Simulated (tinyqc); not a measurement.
Comparisons within one model: dielectric confinement in a thin film (image charges). A value that a table varies takes the place of the one given here.

A film |z| < t/2 of dielectric constant eps between half-spaces of dielectric constant e2; lam = (eps - e2)/(eps + e2), q = e^2/(4 pi eps0). The self-energy of a band edge is taken with the high-frequency value, e2 = eh, and the field of a fixed ion with the static one, e2 = eo. A charge at z has images lam^|n| at n t + (-1)^n z. Its self-energy is S(z) = (q/2 eps) sum over n >= 1 of lam^n [1/(n t - 2z) + 1/(n t + 2z)] for odd n and 2 lam^n/(n t) for even n; at the centre S(0) = -(q/(eps t)) ln(1 - lam).

Donor at the centre, lam from the static eo, trial function cos(pi z/t) exp(-rho/l): E(l) = c/(m l^2) - (q/eps) times the integral over k of F(k t) (1 + (k l/2)^2)^(-3/2), with F(x) = F0 + 2 lam exp(-x) G/(1 - lam exp(-x)), F0 = 2[(1 - exp(-x/2))/x + x (1 + exp(-x/2))/(x^2 + 4 pi^2)], G = 2 sinh(x/2)[1/x - x/(x^2 + 4 pi^2)]; c = hbar^2/2m0. The binding energy is -E at the minimum, counted from the subband edge with its self-energy.

Constants: e^2/(4 pi eps0) = 14.39964547 eV angstrom; hbar^2/2m0 = 3.80998211 eV angstrom^2; Ry = 13.60569312 eV.

Parameters, chosen for this exercise (near those of an InGaAs film between layers of HfO2; the results hold for these values, not for the real material): eps = 13.4 (dielectric constant of the film); eh = 4 (high-frequency dielectric constant outside); eo = 22.2 (static dielectric constant outside); m = 0.046 m0 (mass in the plane); mz = 0.044 m0 (mass across the film); ts = (12, 18, 26, 38, 55, 80, 120) angstrom (thicknesses); t = 18 angstrom (film thickness).

## Thinning the film

<S> is the mean over (2/t) cos^2(pi z/t); confinement c (pi/t)^2/mz; donor binding with and without images.

Results:

| t (angstrom) | <S> (meV) | confinement (meV) | binding, no images (meV) | binding (meV) | l (angstrom) |
|---|---|---|---|---|---|
| 12 | 80.2 | 5934.8 | 12.9 | 5.5 | 119.3 |
| 18 | 53.5 | 2637.7 | 12.4 | 5.6 | 117.3 |
| 26 | 37.0 | 1264.2 | 12.0 | 5.8 | 115.8 |
| 38 | 25.3 | 591.8 | 11.3 | 5.9 | 115.2 |
| 55 | 17.5 | 282.5 | 10.6 | 6.0 | 116.2 |
| 80 | 12.0 | 133.5 | 9.7 | 6.0 | 119.5 |
| 120 | 8.0 | 59.3 | 8.7 | 5.8 | 126.0 |

What does this show, and why?

Between 120 and 12 angstrom the binding goes from 5.8 to 5.5 meV; quantum confinement alone would take it from 8.7 to 12.9, so the images supply -2.9 and -7.4 meV. |<S>| goes as 1/t and exceeds the confinement energy beyond 888 angstrom. Hard-wall energies above 300 meV (up to t = 38 angstrom) overstate the confinement: walls are finite and valleys non-parabolic.

## Choice of the surrounding dielectric

The same film between different dielectrics; in this table one value e2 serves for both eo and eh.

Results:

| case | lam | <S> (meV) | binding (meV) | l (angstrom) |
|---|---|---|---|---|
| e2 = 1 | 0.861 | 129.3 | 159.4 | 41.1 |
| e2 = 2.5 | 0.686 | 78.1 | 84.1 | 46.9 |
| e2 = 3.9 | 0.549 | 54.8 | 56.4 | 52.1 |
| e2 = 7.5 | 0.282 | 23.5 | 27.4 | 64.9 |
| e2 = 16 | -0.088 | -6.2 | 9.5 | 95.1 |
| e2 = 25 | -0.302 | -19.7 | 4.6 | 127.4 |
| e2 = 80 | -0.713 | -41.6 | 0.5 | 332.3 |

How do the results move?

The binding spans a factor 289.9, from 159 meV in vacuum to 0.5 meV for e2 = 80; going from 3.9 to 25 changes it by -51.7 meV and the band edge by -74.5 meV, so the binding responds 0.69 times as much as the edge (for an orbit much smaller than t the binding would change by twice the change of S(0), -126.6 meV; here l/t = 2.89 for e2 = 3.9).

## What each parameter does

<S> is the mean over (2/t) cos^2(pi z/t). Each row changes one parameter from the base and keeps the others.

Results:

| case | lam from eh | <S> (meV) | binding (meV) | l (angstrom) |
|---|---|---|---|---|
| base | 0.540 | 53.5 | 5.6 | 117.3 |
| t = 28 angstrom | 0.540 | 34.4 | 5.8 | 115.6 |
| eps = 12.1 | 0.503 | 53.6 | 5.9 | 112.9 |
| eo = 31.1 | 0.540 | 53.5 | 3.2 | 149.6 |
| eh = 5.2 | 0.441 | 40.5 | 5.6 | 117.3 |
| m = 0.055 m0 | 0.540 | 53.5 | 6.8 | 97.4 |

How do the results move?

The largest shifts from the base row, up to three for each result and ties (the steps differ in size, so this ranks the rows, not the parameters). lam from eh: eh -0.099, eps -0.037; unchanged at the printed digits by t, eo and m. <S> (meV): t -19.1, eh -13.0, eps +0.1; unchanged at the printed digits by eo and m. binding (meV): eo -2.5, m +1.2, eps +0.3; unchanged at the printed digits by eh. l (angstrom): eo +32.3, m -19.9, eps -4.4; unchanged at the printed digits by eh.

tinyqc: `OMP_NUM_THREADS=1 python tinyqc.py 1282558 1282559 out.jsonl`; about 0.1 s, one thread, shared Intel(R) Xeon(R) Processor @ 2.30GHz.
